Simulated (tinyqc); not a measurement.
Shallow acceptor in the spherical four-band model: one step. Matrices in a small basis. Four cases, with inputs chosen for the exercise.

Problem. Form S and H.

The ground state 1S3/2 has an L = 0 part f(r) and an L = 2 part g(r). In units of Ry* and a*, with Gaussians f_i = exp(-a_i r^2), g_i = r^2 exp(-a_i r^2), A = a_i + a_j and I(n) = Gamma((n + 1)/2)/(2 A^((n + 1)/2)): S_ff = I(2), S_gg = I(6), H_ff = (6 a_i a_j/A) I(2) - 2 I(1), H_gg = (14 a_i a_j/A) I(6) - 2 I(5), H_fg = -mu [15 I(2) - 20 a_j I(4) + 4 a_j^2 I(6)]; each function is then normalised. The split-off band is left out.

Case 1.

Values chosen (out of a larger set: near those of a shallow acceptor in GaP, where the small spin-orbit splitting and strong warping make this model rough; not measured data): al = (0.174, 1.05, 6.27) 1/a*^2 (exponents a_i, the same for f and g).

mu = 0.466010

Case 2.

Values chosen (out of a larger set: near those of a shallow acceptor in GaSb; not measured data): al = (1.51, 9.05) 1/a*^2 (exponents a_i, the same for f and g).

mu = 0.830583

Case 3.

Values chosen (out of a larger set: near those of a shallow acceptor in Si, where the small spin-orbit splitting and strong warping make this model rough; not measured data): al = (0.176, 1.05, 6.32) 1/a*^2 (exponents a_i, the same for f and g).

mu = 0.470093

Case 4.

Values chosen (out of a larger set: near those of a shallow acceptor in Si, where the small spin-orbit splitting and strong warping make this model rough; not measured data): al = (0.175, 1.05, 6.31) 1/a*^2 (exponents a_i, the same for f and g).

mu = 0.469124

Give: S; H.

Solution.

Case 1.

S, lower triangle:
```
        f1      f2      f3      g1      g2      g3
f1  1.0000
f2  0.5837  1.0000
f3  0.1846  0.5870  1.0000
g1       0       0       0  1.0000
g2       0       0       0  0.2847  1.0000
g3       0       0       0  0.0194  0.2885  1.0000
```

H (Ry*), lower triangle:
```
         f1       f2        f3       g1      g2       g3
f1  -0.8093
f2  -0.9346  -0.1204
f3  -0.8699  -0.4164   10.8184
g1  -0.3140  -0.5396   -0.2195   0.5080
g2  -0.0894  -1.8951   -3.2646   0.2158  5.6058
g3  -0.0061  -0.5467  -11.3164  -0.0133  2.6930  39.6278
```

Case 2.

S, lower triangle:
```
        f1      f2      g1      g2
f1  1.0000
f2  0.5858  1.0000
g1       0       0  1.0000
g2       0       0  0.2872  1.0000
```

H (Ry*), lower triangle:
```
         f1        f2      g1       g2
f1   0.6082
f2   0.2524   17.5488
g1  -4.8574   -8.3599  8.4784
g2  -1.3949  -29.1123  4.0794  58.2294
```

Case 3.

S, lower triangle:
```
        f1      f2      f3      g1      g2      g3
f1  1.0000
f2  0.5873  1.0000
f3  0.1850  0.5845  1.0000
g1       0       0       0  1.0000
g2       0       0       0  0.2888  1.0000
g3       0       0       0  0.0195  0.2856  1.0000
```

H (Ry*), lower triangle:
```
         f1       f2        f3       g1      g2       g3
f1  -0.8109
f2  -0.9363  -0.1204
f3  -0.8742  -0.4233   10.9366
g1  -0.3204  -0.5521   -0.2245   0.5179
g2  -0.0925  -1.9117   -3.2866   0.2246  5.6058
g3  -0.0063  -0.5460  -11.5066  -0.0131  2.6673  39.9609
```

Case 4.

S, lower triangle:
```
        f1      f2      f3      g1      g2      g3
f1  1.0000
f2  0.5855  1.0000
f3  0.1845  0.5850  1.0000
g1       0       0       0  1.0000
g2       0       0       0  0.2868  1.0000
g3       0       0       0  0.0194  0.2862  1.0000
```

H (Ry*), lower triangle:
```
         f1       f2        f3       g1      g2       g3
f1  -0.8101
f2  -0.9355  -0.1204
f3  -0.8718  -0.4219   10.9129
g1  -0.3180  -0.5471   -0.2222   0.5129
g2  -0.0912  -1.9078   -3.2812   0.2202  5.6058
g3  -0.0062  -0.5460  -11.4647  -0.0132  2.6724  39.8942
```

Computed by tinyqc, one run a case: `OMP_NUM_THREADS=1 python tinyqc.py N N+1 out.jsonl` with N = 1252270, 1280266, 1280660, 1281145; one thread of a shared Intel(R) Xeon(R) Processor @ 2.30GHz, about 0.05 s a run at most.
